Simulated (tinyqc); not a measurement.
## Capacitances against the line height

Endless row of lines of width wl, height tl and space sl between grounded planes at distance hd; e2 fills the gaps beside the lines, e1 the rest. Laplace's equation is solved on meshes of 3, 6 and 12 steps per unit u and extrapolated (Aitken), which is good to about 0.2 %. C_even (all lines at 1 V) is the capacitance Cg to the planes; C_odd (neighbours in antiphase) = Cg + 4 Cc if only nearest neighbours couple, which defines Cc; total with quiet neighbours Cg + 2 Cc. Plate values 2 eps0 e1 wl/hd and eps0 e2 tl/sl.

Parameters, values chosen for the exercise: relative permittivity above and below the lines e1 = 2.7; relative permittivity between the lines e2 = 2.4; line width, in units u wl = 4 u; space between lines sl = 8 u; distance to each plane hd = 8 u.

Constants: eps0 = 8.8541878128e-12 F/m. Results are converted to the units shown.

The same in every row: plate Cg (aF/um) = 23.9.

Result of one run:
```
tl (u)	Cg (aF/um)	Cc (aF/um)	Cg + 2 Cc (aF/um)	C_odd (aF/um)	plate Cc (aF/um)	share of coupling, 2 Cc/(Cg + 2 Cc) (%)
4	62.1	15.6	93.4	125	10.6	33.5
```

What becomes of these results when the line height tl is changed from 4 to 6 u, all else the same?

Result of the changed run:
```
tl (u)	Cg (aF/um)	Cc (aF/um)	Cg + 2 Cc (aF/um)	C_odd (aF/um)	plate Cc (aF/um)	share of coupling, 2 Cc/(Cg + 2 Cc) (%)
6	63.0	20.8	105	146	15.9	39.7
```

The whole series:
```
tl (u)	Cg (aF/um)	Cc (aF/um)	Cg + 2 Cc (aF/um)	C_odd (aF/um)	plate Cc (aF/um)	share of coupling, 2 Cc/(Cg + 2 Cc) (%)
2	60.0	10.7	81.4	103	5.31	26.3
4	62.1	15.6	93.4	125	10.6	33.5
6	63.0	20.8	105	146	15.9	39.7
8	63.4	26.0	115	167	21.3	45.0
12	63.7	36.5	137	210	31.9	53.4
16	63.7	47.1	158	252	42.5	59.7
```

As tl goes from 2 to 16, Cg rises from 60.0 to 63.7 aF/um, Cc rises from 10.7 to 47.1 aF/um and the share of coupling rises from 26.3 to 59.7 %. Cg is 2.51 times its plate value in the first row and 2.67 times in the last; for Cc the ratios are 2.01 and 1.11. Neighbours in antiphase raise the load by a factor of 1.26 and 1.60 over quiet ones.

Program tinyqc, `OMP_NUM_THREADS=1 python tinyqc.py 2790168 2790169 out.jsonl`; Intel Xeon 2.30GHz, shared host, one thread, about 1 s.
